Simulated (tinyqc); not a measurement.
One electron in a tunnel-coupled double dot: charge qubit, sensing and quantum capacitance: one step of the calculation.

Basis (left, right), H = [[ep/2, tc], [tc, -ep/2]], splitting Om = sqrt(ep^2 + 4 tc^2), ep = al times the gate voltage. In equilibrium the electron is on the right with the chance P_R = [1 + (ep/Om) tanh(Om/2 kB T)]/2.

Question. Dephasing by charge noise. Noise in ep shifts Om by (ep/Om) d + (2 tc^2/Om^3) d^2. For Gaussian d of deviation se the spread of Om is sqrt[(ep se/Om)^2 + 2 (2 tc^2 se^2/Om^3)^2], and T2* is estimated as sqrt(2) hbar/spread; Om T2*/h counts the oscillations within T2*.

Inputs (values chosen for the exercise):
- tc = 53 ueV (tunnel coupling)
- se = 3.7 ueV (deviation of quasi-static detuning noise)
- ep = -182.1 ueV (detuning)

Constants: q = 1.602176634e-19 C, hbar = 1.054571817e-34 J s, h = 6.62607015e-34 J s. Results are converted to the units shown.

Wanted: first-order spread; second-order spread; T2*; oscillations within T2*.

Answer.

first-order spread = 3.198 ueV
second-order spread = 0.01163 ueV
T2* = 0.2911 ns
oscillations within T2* = 14.83

At ep = 0 the first-order term vanishes and T2* would be 10.2 ns.

Numbers from tinyqc (`OMP_NUM_THREADS=1 python tinyqc.py 2470115 2470116 out.jsonl`; about 0.01 s on one thread of a shared Intel Xeon 2.30GHz).
